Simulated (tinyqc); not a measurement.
Inside a calculation. Method: coupled-perturbed Hartree-Fock on RHF in the 3-21g basis, for H3+, spin multiplicity 1. One step of it, computed by the program tinyqc.

Question. Integrals over molecular orbitals. (pq|rs) = sum C_ip C_jq C_kr C_ls (ij|kl), one index at a time.

coefficients C:
```
            MO1        MO2        MO3        MO4        MO5        MO6
1H 1s  0.254451  -0.137239   0.220513   0.786580   0.434006  -0.925617
1H 2s  0.219648  -0.520946   1.037164  -0.613032  -0.596493   1.182941
2H 1s  0.254451  -0.137239  -0.220513   0.786580   0.434006   0.925617
2H 2s  0.219648  -0.520946  -1.037164  -0.613032  -0.596493  -1.182941
3H 1s  0.238855   0.270412   0.000000   0.626431  -1.126993   0.000000
3H 2s  0.213085   1.085994   0.000000  -0.368047   1.377494   0.000000
```

core Hamiltonian H = T + V (hartree):
```
           1H 1s      1H 2s      2H 1s      2H 2s      3H 1s      3H 2s
1H 1s  -1.141975  -1.114281  -0.452251  -0.703691  -0.365677  -0.647888
1H 2s  -1.114281  -1.302773  -0.703691  -1.031760  -0.638950  -0.980894
2H 1s  -0.452251  -0.703691  -1.141975  -1.114281  -0.365677  -0.647888
2H 2s  -0.703691  -1.031760  -1.114281  -1.302773  -0.638950  -0.980894
3H 1s  -0.365677  -0.638950  -0.365677  -0.638950  -1.106648  -1.092190
3H 2s  -0.647888  -0.980894  -0.647888  -0.980894  -1.092190  -1.280626
```

Two-electron integrals (ij|kl) in chemists' order, unique and non-zero (hartree):
```
(11|11) 1.140145   (21|11) 0.611403   (21|21) 0.345152   (22|11) 0.626370
(22|21) 0.380329   (22|22) 0.482957   (31|11) 0.140676   (31|21) 0.082234
(31|22) 0.095494   (31|31) 0.029599   (32|11) 0.203939   (32|21) 0.126706
(32|22) 0.167373   (32|31) 0.050115   (32|32) 0.103823   (33|11) 0.499235
(33|21) 0.317796   (33|22) 0.443173   (33|31) 0.140676   (33|32) 0.326460
(33|33) 1.140145   (41|11) 0.326460   (41|21) 0.185543   (41|22) 0.206787
(41|31) 0.050115   (41|32) 0.079230   (41|33) 0.203939   (41|41) 0.103823
(42|11) 0.395554   (42|21) 0.242821   (42|22) 0.317042   (42|31) 0.073062
(42|32) 0.140106   (42|33) 0.395554   (42|41) 0.140106   (42|42) 0.234143
(43|11) 0.317796   (43|21) 0.200977   (43|22) 0.278544   (43|31) 0.082234
(43|32) 0.185543   (43|33) 0.611403   (43|41) 0.126706   (43|42) 0.242821
(43|43) 0.345152   (44|11) 0.443173   (44|21) 0.278544   (44|22) 0.387904
(44|31) 0.095494   (44|32) 0.206787   (44|33) 0.626370   (44|41) 0.167373
(44|42) 0.317042   (44|43) 0.380329   (44|44) 0.482957   (51|11) 0.103926
(51|21) 0.061262   (51|22) 0.072159   (51|31) 0.017154   (51|32) 0.028140
(51|33) 0.072001   (51|41) 0.034961   (51|42) 0.050201   (51|43) 0.045299
(51|44) 0.061010   (51|51) 0.017346   (52|11) 0.175631   (52|21) 0.109864
(52|22) 0.147734   (52|31) 0.032168   (52|32) 0.060350   (52|33) 0.161660
(52|41) 0.063564   (52|42) 0.107849   (52|43) 0.102053   (52|44) 0.140771
(52|51) 0.034472   (52|52) 0.085973   (53|11) 0.072001   (53|21) 0.045299
(53|22) 0.061010   (53|31) 0.017154   (53|32) 0.034961   (53|33) 0.103926
(53|41) 0.028140   (53|42) 0.050201   (53|43) 0.061262   (53|44) 0.072159
(53|51) 0.013581   (53|52) 0.032330   (53|53) 0.017346   (54|11) 0.161660
(54|21) 0.102053   (54|22) 0.140771   (54|31) 0.032168   (54|32) 0.063564
(54|33) 0.175631   (54|41) 0.060350   (54|42) 0.107849   (54|43) 0.109864
(54|44) 0.147734   (54|51) 0.032330   (54|52) 0.084269   (54|53) 0.034472
(54|54) 0.085973   (55|11) 0.465647   (55|21) 0.297844   (55|22) 0.423857
(55|31) 0.088232   (55|32) 0.173730   (55|33) 0.465647   (55|41) 0.173730
(55|42) 0.317156   (55|43) 0.297844   (55|44) 0.423857   (55|51) 0.103926
(55|52) 0.295826   (55|53) 0.103926   (55|54) 0.295826   (55|55) 1.140145
(61|11) 0.295826   (61|21) 0.168307   (61|22) 0.187908   (61|31) 0.042599
(61|32) 0.066782   (61|33) 0.169435   (61|41) 0.092319   (61|42) 0.123607
(61|43) 0.106454   (61|44) 0.144777   (61|51) 0.034472   (61|52) 0.063371
(61|53) 0.025946   (61|54) 0.058978   (61|55) 0.175631   (61|61) 0.085973
(62|11) 0.368247   (62|21) 0.226412   (62|22) 0.296821   (62|31) 0.061867
(62|32) 0.114231   (62|33) 0.310628   (62|41) 0.126796   (62|42) 0.206672
(62|43) 0.194187   (62|44) 0.266267   (62|51) 0.052894   (62|52) 0.119780
(62|53) 0.048099   (62|54) 0.116292   (62|55) 0.368247   (62|61) 0.119780
(62|62) 0.208955   (63|11) 0.169435   (63|21) 0.106454   (63|22) 0.144777
(63|31) 0.042599   (63|32) 0.092319   (63|33) 0.295826   (63|41) 0.066782
(63|42) 0.123607   (63|43) 0.168307   (63|44) 0.187908   (63|51) 0.025946
(63|52) 0.058978   (63|53) 0.034472   (63|54) 0.063371   (63|55) 0.175631
(63|61) 0.057673   (63|62) 0.104706   (63|63) 0.085973   (64|11) 0.310628
(64|21) 0.194187   (64|22) 0.266267   (64|31) 0.061867   (64|32) 0.126796
(64|33) 0.368247   (64|41) 0.114231   (64|42) 0.206672   (64|43) 0.226412
(64|44) 0.296821   (64|51) 0.048099   (64|52) 0.116292   (64|53) 0.052894
(64|54) 0.119780   (64|55) 0.368247   (64|61) 0.104706   (64|62) 0.197004
(64|63) 0.119780   (64|64) 0.208955   (65|11) 0.297844   (65|21) 0.189394
(65|22) 0.267336   (65|31) 0.055882   (65|32) 0.109906   (65|33) 0.297844
(65|41) 0.109906   (65|42) 0.198888   (65|43) 0.189394   (65|44) 0.267336
(65|51) 0.061262   (65|52) 0.168307   (65|53) 0.061262   (65|54) 0.168307
(65|55) 0.611403   (65|61) 0.109864   (65|62) 0.226412   (65|63) 0.109864
(65|64) 0.226412   (65|65) 0.345152   (66|11) 0.423857   (66|21) 0.267336
(66|22) 0.376186   (66|31) 0.076810   (66|32) 0.152583   (66|33) 0.423857
(66|41) 0.152583   (66|42) 0.275152   (66|43) 0.267336   (66|44) 0.376186
(66|51) 0.072159   (66|52) 0.187908   (66|53) 0.072159   (66|54) 0.187908
(66|55) 0.626370   (66|61) 0.147734   (66|62) 0.296821   (66|63) 0.147734
(66|64) 0.296821   (66|65) 0.380329   (66|66) 0.482957
```

Give: one-electron integrals over orbitals h = C^T H C; Two-electron integrals over orbitals.

Answer.

one-electron integrals over orbitals h = C^T H C (hartree):
```
         1        2        3        4        5        6
1  -1.6177   0.0095   0.0000  -0.1091   0.0039   0.0000
2   0.0095  -1.0595   0.0000   0.0209   0.1846   0.0000
3   0.0000   0.0000  -1.0258   0.0000   0.0000   0.1907
4  -0.1091   0.0209   0.0000  -0.1993  -0.0144   0.0000
5   0.0039   0.1846   0.0000  -0.0144  -0.1519   0.0000
6   0.0000   0.0000   0.1907   0.0000   0.0000  -0.1420
```

Two-electron integrals over orbitals (pq|rs), unique and non-zero (hartree):
```
(11|11) 0.5648     (21|11) -0.0095    (21|21) 0.1093     (22|11) 0.4608
(22|21) 0.0573     (22|22) 0.4612     (31|31) 0.1043     (32|31) -0.0519
(32|32) 0.0387     (33|11) 0.4587     (33|21) -0.0572    (33|22) 0.3656
(33|33) 0.4481     (41|11) 0.1091     (41|21) -0.0092    (41|22) 0.0631
(41|33) 0.0656     (41|41) 0.0648     (42|11) -0.0151    (42|21) 0.0135
(42|22) 2.02e-04   (42|33) -0.0147    (42|41) -0.0116    (42|42) 0.0308
(43|31) 0.0115     (43|32) -0.0071    (43|43) 0.0370     (44|11) 0.4686
(44|21) -0.0250    (44|22) 0.3916     (44|33) 0.4099     (44|41) 0.0765
(44|42) -0.0127    (44|44) 0.4213     (51|11) -0.0039    (51|21) -0.0641
(51|22) -0.0429    (51|33) 0.0291     (51|41) 0.0039     (51|42) -0.0365
(51|44) 0.0086     (51|51) 0.0713     (52|11) -0.1243    (52|21) -0.0397
(52|22) -0.1006    (52|33) -0.0589    (52|41) -0.0580    (52|42) -0.0161
(52|44) -0.0805    (52|51) 0.0495     (52|52) 0.1031     (53|31) 0.0315
(53|32) -0.0124    (53|43) 0.0173     (53|53) 0.0196     (54|11) 0.0091
(54|21) -0.0949    (54|22) -0.0507    (54|33) 0.0510     (54|41) 0.0101
(54|42) -0.0179    (54|44) 0.0244     (54|51) 0.0649     (54|52) 0.0405
(54|54) 0.0960     (55|11) 0.5018     (55|21) 0.0954     (55|22) 0.4942
(55|33) 0.3681     (55|41) 0.0953     (55|42) 0.0179     (55|44) 0.4189
(55|51) -0.0880    (55|52) -0.1653    (55|54) -0.0967    (55|55) 0.6013
(61|31) -0.0666    (61|32) 0.0370     (61|43) -0.0419    (61|53) -0.0335
(61|61) 0.0791     (62|31) 0.0397     (62|32) -0.0173    (62|43) 0.0220
(62|53) 0.0216     (62|61) -0.0427    (62|62) 0.0283     (63|11) -0.1287
(63|21) 0.0409     (63|22) -0.0628    (63|33) -0.0923    (63|41) -0.0675
(63|42) 0.0267     (63|44) -0.0974    (63|51) -0.0341    (63|52) 0.0403
(63|54) -0.0414    (63|55) -0.0725    (63|63) 0.0956     (64|31) -0.1070
(64|32) 0.0562     (64|43) -0.0242    (64|53) -0.0386    (64|61) 0.0844
(64|62) -0.0490    (64|64) 0.1309     (65|31) -0.0607    (65|32) 0.0365
(65|43) -0.0233    (65|53) -0.0228    (65|61) 0.0578     (65|62) -0.0299
(65|64) 0.0764     (65|65) 0.0504     (66|11) 0.5240     (66|21) -0.0830
(66|22) 0.3905     (66|33) 0.4799     (66|41) 0.1181     (66|42) -0.0394
(66|44) 0.4688     (66|51) 0.0579     (66|52) -0.0831    (66|54) 0.0845
(66|55) 0.4041     (66|63) -0.1583    (66|66) 0.5871
```
